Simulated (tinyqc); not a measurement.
# Silicon n-p-n transistor, Gummel numbers and transit times, step by step

Computed by the program tinyqc: `OMP_NUM_THREADS=1 python tinyqc.py 2320064 2320065 out.jsonl`, one thread of a shared Intel Xeon 2.30GHz, about 0.01 s for the whole run. Printed values are rounded.

One-dimensional n-p-n transistor in the forward active mode at low injection. In the base p(x) = NB exp(-eta x/wb) and ni(x)^2 = ni^2 exp((g0 + g1 x/wb)/Vt); electrons leave the base at vsat; band spikes at the emitter junction and recombination inside the emitter are ignored.

Parameters, values chosen for the exercise; band and dielectric values close to those of silicon: temperature T = 400 K; band gap Eg = 1.14 eV; relative permittivity eps_r = 11.7; conduction-band density of states at T Nc = 4.28e19 cm^-3; valence-band density of states at T Nv = 4.14e19 cm^-3; saturation velocity vsat = 9.81e6 cm/s; neutral base width wb = 110 nm; base doping at the emitter edge NB = 2.5e17 cm^-3; doping falls as exp(-eta x/wb) eta = 0; gap reduction at the emitter edge of the base g0 = 0 eV; further gap reduction across the base (linear) g1 = 0 eV; electron diffusion coefficient in the base Dn = 5.6 cm^2/s; emitter doping NE = 2.2e20 cm^-3; gap reduction in the emitter (negative: wider gap) gE = 0.06 eV; neutral emitter width we = 75 nm; hole diffusion coefficient in the emitter Dp = 2.3 cm^2/s; recombination velocity at the emitter contact Se = 6e6 cm/s; electron lifetime in the base tb = 4e-7 s; collector doping NC = 1.5e16 cm^-3; collector-base reverse bias VCB = 1.2 V.

Constants: q = 1.602176634e-19 C, kB = 1.380649e-23 J/K, Vt = kB T/q, eps0 = 8.8541878128e-14 F/cm where lengths are in cm. Results are converted to the units shown.

Range of the model: Heavy doping makes emitter or base degenerate; gE and g0 are to be read as apparent gap changes that include this.

## Base Gummel number and transit time

f(x) = p(x) ni^2/ni(x)^2; I(x) = integral from x to wb of f/Dn, plus f(wb)/vsat; base Gummel number GB = I(0); electron density per unit flux n/(J/q) = I/f; base transit time tauB = integral of I/f over the base. Trapezoid rule on 11 equal steps.

```
point   x (nm)  f (cm^-3)  I (s/cm^4)  I/f (s/cm)
0        0.000     2.5e17  5.16556e11  2.06622e-6
1       10.000     2.5e17  4.71913e11  1.88765e-6
2       20.000     2.5e17  4.27270e11  1.70908e-6
3       30.000     2.5e17  3.82627e11  1.53051e-6
4       40.000     2.5e17  3.37984e11  1.35194e-6
5       50.000     2.5e17  2.93341e11  1.17337e-6
6       60.000     2.5e17  2.48698e11  9.94794e-7
7       70.000     2.5e17  2.04056e11  8.16223e-7
8       80.000     2.5e17  1.59413e11  6.37651e-7
9       90.000     2.5e17  1.14770e11  4.59080e-7
10     100.000     2.5e17  7.01271e10  2.80508e-7
11     110.000     2.5e17  2.54842e10  1.01937e-7
```

GB = 5.16556e11 s/cm^4
tauB = 11.9249 ps

With 4000 steps GB = 5.166e11 s/cm^4 and tauB = 11.92 ps. A uniform base would give wb^2/(2 Dn) + wb/vsat = 11.9 ps.

## Gain, Early voltage and collector delay

ni = sqrt(Nc Nv) exp(-Eg/(2 Vt)), Eg in volts; GE = NE exp(-gE/Vt)(we/Dp + 1/Se); JC = J0 exp(VBE/Vt), J0 = q ni^2/GB; gain limited by back injection GE/GB, by base recombination tb/tauB, together 1/beta = the sum of the inverses; collector layer one-sided, Wc = sqrt(2 eps0 eps_r (Vbc + VCB)/(q NC)), Vbc = Vt ln(p(wb) NC/ni^2), Cjc = eps0 eps_r/Wc; Early voltage VA = GB q p(wb)/(f(wb) Cjc [1/Dn - (eta + g1/Vt)/(wb vsat)]), f(wb) = p(wb) exp(-(g0 + g1)/Vt), p(wb) = NB exp(-eta); tauC = Wc/(2 vsat).

ni = 2.77037e12 cm^-3
GE = 1.32263e14 s/cm^4
J0 = 2.38051e-6 A/cm^2
GE/GB = 256.048
tb/tauB = 33543.3
beta = 254.108
Wc = 403.617 nm
Cjc = 0.256664 fF/um^2
VA = 18.0572 V
tauC = 2.05717 ps

The gain is limited more by back injection into the emitter. beta VA = 4590 V.
